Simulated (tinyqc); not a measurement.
What each parameter does: polytypes by hexagonality, and a cubic inclusion as a quantum well.

Gap: E3 + (Es - E3) h/hs for h up to hs, then linear from Es to E2 at h = 1. Valence top Ev2 h and polarisation P2 h, both counted from 3C; Ec = Ev + gap.

A cubic inclusion of width L = N d in the host (h = 0.5) is a well of depth V = Ec(host) - Ec(3C). Square well with mass mismatch: k tan(k L/2) = (m_w/m_b) q, k = sqrt(m_w E/c), q = sqrt(m_b (V - E)/c), c = hbar^2/2m0, lowest root. The depth of the level, V - E, is its binding, and the transition to the valence top of the host is gap(host) - (V - E). The step in polarisation gives a field |F| = |P|/(eps eps0) in a thin inclusion, eps0 = 8.8541878e-12 F/m.

Constants: hbar^2/2m0 = 3.80998211 eV angstrom^2.

Inputs chosen for the exercise (of the order of those of SiC; the results hold for these values, not for the real material): E3 = 2.382 eV (gap of the cubic polytype); E2 = 3.338 eV (gap of 2H); Ev2 = 0.127 eV (valence top of 2H above that of 3C); P2 = -0.0345 C/m^2 (spontaneous polarisation of 2H); Es = 3.243 eV (gap at the hexagonality hs); hs = 0.5 (hexagonality up to which the first line holds); m = (0.293, 0.341) m0 (electron mass along c in the cubic layer and in the host); d = 2.514 angstrom (thickness of a double layer); eps = 10.1 (dielectric constant); N = 2 (double layers in the cubic inclusion).

Well depth, depth of the level, transition without the field and field.

One parameter was then changed.

Results before and after:
```
case     V (eV)  depth (eV)  transition (eV)  |F| (MV/cm)
base     0.9245      0.2872           2.9558        1.929
changed  0.9395      0.2947           2.9483        1.929
```

Which of these changes was made? (a) N = 3; (b) E2 = 3.368 eV; (c) m = (0.352, 0.341) m0; (d) E3 = 2.362 eV; (e) Ev2 = 0.157 eV; (f) P2 = -0.0449 C/m^2; (g) eps = 11.1.

Answer: (e) Ev2 = 0.157 eV. Of the candidates, run in turn, only this one gives the changed row.

All candidates:
```
case                   V (eV)  depth (eV)  transition (eV)  |F| (MV/cm)
base                   0.9245      0.2872           2.9558        1.929
N = 3                  0.9245      0.4424           2.8006        1.929
Ev2 = 0.157 eV         0.9395      0.2947           2.9483        1.929
E3 = 2.362 eV          0.9445      0.2973           2.9457        1.929
E2 = 3.368 eV          0.9245      0.2872           2.9558        1.929
P2 = -0.0449 C/m^2     0.9245      0.2872           2.9558        2.510
eps = 11.1             0.9245      0.2872           2.9558        1.755
m = (0.352, 0.341) m0  0.9245      0.2941           2.9489        1.929
```

Program tinyqc; command `OMP_NUM_THREADS=1 python tinyqc.py 1880126 1880127 out.jsonl`; about 0.04 s on one thread of a shared Intel(R) Xeon(R) Processor @ 2.30GHz.
